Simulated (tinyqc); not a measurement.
Self-heating of a transistor with one or more fingers, with temperature-dependent conductivity: one step, computed by the program tinyqc.

N long parallel fingers lie on the top face of a slab whose bottom is held at T_0; the top is otherwise insulated, and heat flows in two dimensions. P in W/mm is 1000 P in W/m.

Problem. Geometry factors. A line source of power P on the top face raises the top at distance x by (P/(pi kappa_0)) g(x), g(x) = -ln tanh(pi x/(4 t)) (the image sum for the slab). On a strip of width w the centre sees the mean of g over the strip, g_0 = 1 + ln(8 t/(pi w)) for w much below t.

Inputs (values chosen for the exercise, modelled on silicon): finger pitch s = 29 micrometre; width of the heat source w = 0.41 micrometre; substrate thickness t = 72 micrometre.

Power: power rises with temperature.

Give: own factor g_0; g(j s), j = 1..7.

Solution.

own factor g_0 = 7.103

g(j s), j = 1..7: 1.184  0.580  0.302  0.160  0.085  0.045  0.024
